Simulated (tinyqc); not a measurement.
Sweep of a uniaxial [110] stress: deformation-potential model of the Delta valleys of a conduction band.

Valleys with axes along x, y and z, each a pair at +k and -k. Herring-Vogt shift of a valley with unit axis a: dE = Xd tr(e) + Xu a.e.a. Non-degenerate shares n_i = exp(-dE_i/kT)/sum_j exp(-dE_j/kT). Inverse mass tensor of a valley: (1 - a a)/mt + a a/ml; the masses are taken as independent of strain.

s11 = (C11 + C12)/((C11 - C12)(C11 + 2 C12)), s12 = -C12/((C11 - C12)(C11 + 2 C12)), s44 = 1/C44; exx = s11 sxx + s12 (syy + szz) and cyclic, exy = s44 sxy/2; tension is positive. A uniaxial stress X along the unit vector n is s_ij = X n_i n_j.

Constants: kB = 8.617333262e-05 eV/K.

Values chosen for the exercise (near those of Si; not measured data):
- ml = 0.9 m0 (longitudinal mass)
- mt = 0.195 m0 (transverse mass)
- Xd = 1.04 eV (dilation potential)
- Xu = 8.93 eV (uniaxial potential)
- C11 = 159.1 GPa
- C12 = 63.9 GPa
- C44 = 79.3 GPa
- load = uniaxial [110] (kind of stress)
- T = 300 K (temperature)

m_c = 1/(u.M.u) along [001] with M = sum_i n_i (inverse mass tensor); gain against zero stress at a fixed scattering time.

Results:
```
X (GPa)  spread (meV)  lowest edge (meV)    n x    n y    n z  m_c (m0)  gain (%)
-1.50            70.4              -44.5  0.484  0.484  0.032    0.2000      32.0
-0.75            35.2              -22.2  0.443  0.443  0.114    0.2141      23.3
-0.30            14.1               -8.9  0.388  0.388  0.225    0.2367      11.5
0.00              0.0                0.0  0.333  0.333  0.333    0.2639       0.0
0.30             14.1               -5.2  0.269  0.269  0.463    0.3059     -13.7
0.75             35.2              -13.0  0.170  0.170  0.661    0.4043     -34.7
1.50             70.4              -25.9  0.058  0.058  0.884    0.6336     -58.3
```

How do the results move, and what explains it?

Along [001] the gain is +32.0 % at -1.50 GPa and -58.3 % at 1.50 GPa. The slope at zero stress (from +/- 0.001 GPa), -42.7 % per GPa, carried to the ends would give +64 and -64 %; the response falls behind at both ends, as it saturates once the spread passes a few kT (kT = 25.9 meV, spread up to 70 meV).

tinyqc: `OMP_NUM_THREADS=1 python tinyqc.py 1081045 1081046 out.jsonl`; about 0.03 s, one thread, shared Intel(R) Xeon(R) Processor @ 2.30GHz.
